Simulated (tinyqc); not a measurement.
# Resonant-tunnelling diode, transfer matrices and Tsu-Esaki current: two studies

Emitter (band edge 0), barrier d1, well Lw, barrier d2, spacer ds, collector (edge -V). The bias drops linearly over these layers and none in the contacts; each layer is cut into ns equal slices, flat at the value of their centres. E is the energy of motion across the layers, C = hbar^2/(2 m0), psi and psi'/m are continuous. Transport is coherent, T(E) is taken as independent of the transverse momentum, and charge in the well is ignored.

Values chosen for this exercise; masses and offsets of a made-up heterostructure: temperature T = 77 K; mass in the well, spacer and contacts mw = 0.26 m0; barrier height U1 = 1.1 eV; barrier mass m1 = 0.51 m0; emitter barrier d1 = 0.8 nm; well width Lw = 1 nm; collector barrier d2 = 0.8 nm; slices in each layer ns = 2; undoped spacer after the collector barrier ds = 2.8 nm; Fermi energy of both contacts above their band edges Ef = 0.18 eV; bias of the collector V = 1 V.

Constants: q = 1.602176634e-19 C, kB = 1.380649e-23 J/K, hbar = 1.054571817e-34 J s, m0 = 9.1093837015e-31 kg, Vt = kB T/q, hbar^2/(2 m0) = 0.0380998212 eV nm^2. Results are converted to the units shown.

Each table varies one quantity; the others keep the values above.

## Resonance against bias

For the pair (psi, psi'/m) a flat layer has M = [[cos kd, (m/k) sin kd], [-(k/m) sin kd, cos kd]] with k = sqrt(m (E - U)/C) above its edge U, and M = [[cosh Kd, (m/K) sinh Kd], [(K/m) sinh Kd, cosh Kd]] with K = sqrt(m (U - E)/C) below it. Later slices stand to the left. With M acting on (psi, psi'/m) and v = k/m in each lead, T(E) = 4 vL vR/[(vL vR M12 - M21)^2 + (vR M11 + vL M22)^2]. J = J0 times the integral over E > 0 of T(E) N(E), N = ln[(1 + exp((Ef - E)/Vt))/(1 + exp((Ef - V - E)/Vt))], J0 = q^2 mw m0 kB T/(2 pi^2 hbar^3) (times 1e-4 for A/cm^2 per eV). The integral is converged to the digits shown. The resonance is the first maximum of T(E) for E > 0, G its full width at half maximum. For a sharp resonance J = J0 (pi G/2) Tp N(Er), with Er the peak energy, Tp the peak transmission and G the full width at half maximum (in eV).

Resonance against bias:
```
V (V)  Er (eV)      Tp  G (meV)  J (kA/cm^2)  one-resonance J (kA/cm^2)
0.152   0.3297  0.9852    6.563       0.9453                   4.546e-8
0.342   0.2837  0.9312    6.854        2.597                   4.553e-5
0.533   0.2374  0.8699    6.839        8.750                    0.04593
0.723   0.1909  0.8131    6.529        81.62                      41.35
0.913   0.1439  0.7412    6.200         1056                       1096
1.103  0.09664  0.6318    6.019         2017                       2095
1.293  0.04904  0.4625    6.004         2317                       2403
```

Er falls from 0.330 to 0.0490 eV, by 0.246 eV a volt, against the share 0.241 of the bias at the centre of the well. Tp falls from 0.985 to 0.462: the bias makes equal barriers unequal. The one-resonance current is 4.8e-8 times the full integral in the first row and 3.7 % above it in the last. In 5 of the 7 rows the bias alone exceeds 0.4 V, so electrons enter the collector far above its band edge, where real bands are no longer parabolic.

## Effect of the emitter barrier

Same model as above.

Effect of the emitter barrier:
```
d1 (nm)  Er (eV)       Tp  G (meV)  J (kA/cm^2)
0.5       0.1630   0.8015    17.21         1612
0.6       0.1495   0.9864    10.75         2032
0.8       0.1223   0.6970    6.095         1556
0.9       0.1091   0.4240    5.365         1029
1.1      0.08390   0.1122    4.850        335.3
1.2      0.07189  0.05298    4.772        175.6
1.4      0.04905  0.01082    4.720        43.02
```

What does the table show?

As d1 grows from 0.5 to 1.4 nm, G falls from 17.2 to 4.72 meV, Tp goes from 0.801 through a maximum of 0.986 (at d1 = 0.6 nm among the rows listed) to 0.0108, and J goes from 1610 through a maximum of 2030 (at d1 = 0.6 nm among the rows listed) to 43.0 kA/cm^2. The product G Tp changes by a factor of 0.00370 and J by 0.0267; the rest comes from the shift of Er (0.163 to 0.0490 eV) against the supply function and from current off resonance. In 2 of the 7 rows a layer is thinner than 0.8 nm, a few atomic planes, where an effective mass is a rough description. In every row the bias alone exceeds 0.4 V, so electrons enter the collector far above its band edge, where real bands are no longer parabolic.

tinyqc, about 0.2 s, one thread, Intel Xeon 2.30GHz (shared host): `OMP_NUM_THREADS=1 python tinyqc.py 2600062 2600063 out.jsonl`
